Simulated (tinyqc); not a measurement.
Pull-up strength from the switching point.

Question. Transistor (EKV form, voltages against the body): I = 2 n b Vt^2 [F(vp - Vs) - F(vp - Vd)] from drain to source, F(v) = ln^2(1 + exp(v/(2 Vt))), vp = (Vg - VT + sg |Vd - Vs|)/n. n-channel bodies are at 0; for the p-channel device all voltages are counted down from Vdd. b in uA/V^2 gives I in uA. In an inverter In(Vg = Vd = VM) equals Ip at the switching point VM. Find bp and the current there.

Values chosen for this exercise: temperature T = 293 K; supply voltage Vdd = 0.75 V; slope factor n = 1.15; drain-induced barrier lowering sg = 0.061; n-channel threshold VTn = 0.37 V; p-channel threshold (magnitude) VTp = 0.27 V; gain factor of the pull-down transistor bn = 740 uA/V^2.

Constants: q = 1.602176634e-19 C, kB = 1.380649e-23 J/K, Vt = kB T/q. Results are converted to the units shown.

VM = 0.403325537 V

Solution. Ip is proportional to bp, so bp is In(VM) over the p-channel current for unit b.

bp = 370 uA/V^2
current at VM = 1.87 uA

Computed by the program tinyqc: `OMP_NUM_THREADS=1 python tinyqc.py 2340094 2340095 out.jsonl`, one thread of a shared Intel Xeon 2.30GHz, about 0.03 s for the whole run.
